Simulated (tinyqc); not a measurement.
What grading buys: minority-electron transport through the base of a bipolar transistor (Moll-Ross and Kroemer integrals). Computed by tinyqc, a small Python program. Command: `OMP_NUM_THREADS=1 python tinyqc.py 3001170 3001171 out.jsonl base walk`. One thread of a shared host (Intel(R) Xeon(R) Processor @ 2.30GHz), about 0.01 s of CPU time with the checks.

Low injection, one dimension, x from the emitter edge (0) to the collector edge (W), s = x/W. Recombination is treated as a small correction (valid for tau_B well below tau_n), computed from the stored charge.

Inputs (values chosen for the exercise, modelled on GaAs):
```
quantity                               value        unit
base doping at the emitter edge N_0  9.3e+18      1/cm^3
base width W                              36          nm
mu_min                                  1100  cm^2/(V s)
mu_max                                  7020  cm^2/(V s)
N_ref                                8.2e+16      1/cm^3
saturation velocity v_s                    1    1e7 cm/s
temperature T                            300           K
doping ratio N_0/N(W)                     19           -
```

Base doping profile: Gaussian. Gap grading: none. Exit of the base: saturation velocity.

Constants: k_B = 8.617333262e-05 eV/K.

Method. N(x) = N_0 (ratio)^(-s^2); n_i(x)^2 = n_i^2 exp(s dE_g/k_B T); D(x) = (k_B T/e) mu, mu = mu_min + (mu_max - mu_min)/(1 + (N/N_ref)^0.7). With y(x) = N n_i^2/(D n_i(x)^2): base Gummel number G_B = int_0^W y dx + N(W) n_i^2/(v_s n_i(W)^2); J_C = e n_i^2 exp(e V_BE/k_B T)/G_B; n(x) = (J_C/e)(n_i(x)^2/(N n_i^2)) [int_x^W y dx + the same exit term]; transit time tau_B = (e/J_C) int n dx; trapezoid rule on 401 even points.

The same base with other gradings:
```
dE_g (meV)  dE_g/k_B T  G_B (s/cm^4)  J_C gain  tau_B (ps)  speed gain
0                0.000    5.2261e+11    1.0000     0.15436      1.0000
25               0.967    3.8122e+11    1.3709     0.12643      1.2209
50               1.934    2.9509e+11    1.7710     0.10692      1.4437
75               2.901    2.3853e+11    2.1909     0.09262      1.6665
100              3.868    1.9905e+11    2.6255     0.08172      1.8888
150              5.802    1.4811e+11    3.5285     0.06621      2.3313
200              7.736    1.1704e+11    4.4651     0.05569      2.7717
300             11.605    8.1655e+10    6.4001     0.04231      3.6481
```

What does the comparison show, and why?

At 100 meV J_C rises by a factor 2.63 and the transit is 1.89 times faster; at 300 meV the factors are 6.40 and 3.65. For a uniform base without exit term both tend to be linear in dE_g/k_B T, J_C as x/(1 - exp(-x)) and the speed as x/2. From 0 meV on the mean velocity W/tau_B exceeds v_s, so those speed gains are overstated.
